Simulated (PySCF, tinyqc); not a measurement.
Worked calculation: FCI on RHF in the sto-6g basis, for H3+, spin multiplicity 1. The lowest restricted solution is unstable here: a spin-polarised one lies 0.0047 hartree lower (PySCF). One step of it, computed by the program tinyqc.

Problem. FCI: determinants and Hamiltonian. Slater-Condon rules over spin orbitals, with the nuclear repulsion added and E(HF) subtracted on the diagonal.

one-electron integrals over orbitals h = C^T H C (hartree), lower triangle:
```
,1,2,3
1,-1.260347
2,0.011272,-0.997728
3,0.000000,0.000000,-0.979616
```

Two-electron integrals over orbitals (pq|rs), unique and non-zero (hartree):
```
p,q,r,s,(pq|rs)
1,1,1,1,0.468791
2,1,1,1,-0.011272
2,1,2,1,0.155140
2,2,1,1,0.459962
2,2,2,1,0.120082
2,2,2,2,0.577272
3,1,3,1,0.159043
3,2,3,1,-0.111801
3,2,3,2,0.081181
3,3,1,1,0.476230
3,3,2,1,-0.120384
3,3,2,2,0.383795
3,3,3,3,0.577946
```

nuclear repulsion = 0.97239439 hartree

Hartree-Fock energy = -1.07950769 hartree

Give: determinants; H - E(HF) between determinants.

Solution.

Occupation strings over the orbitals (2 doubly, a alpha, b beta, 0 empty; spin orbitals ordered 1a 1b 2a 2b ...): 200 ab0 a0b ba0 b0a 020 0ab 0ba 002

H - E(HF) between determinants (hartree), lower triangle:
```
,200,ab0,a0b,ba0,b0a,020,0ab,0ba,002
200,0.000
ab0,0.000,0.254
a0b,0.000,0.000,0.288
ba0,0.000,-0.155,0.000,0.254
b0a,0.000,0.000,-0.159,0.000,0.288
020,0.155,0.131,0.000,-0.131,0.000,0.634
0ab,0.000,0.000,-0.109,0.000,0.112,0.000,0.458
0ba,0.000,0.000,0.112,0.000,-0.109,0.000,-0.081,0.458
002,0.159,-0.112,0.000,0.112,0.000,0.081,0.000,0.000,0.671
```
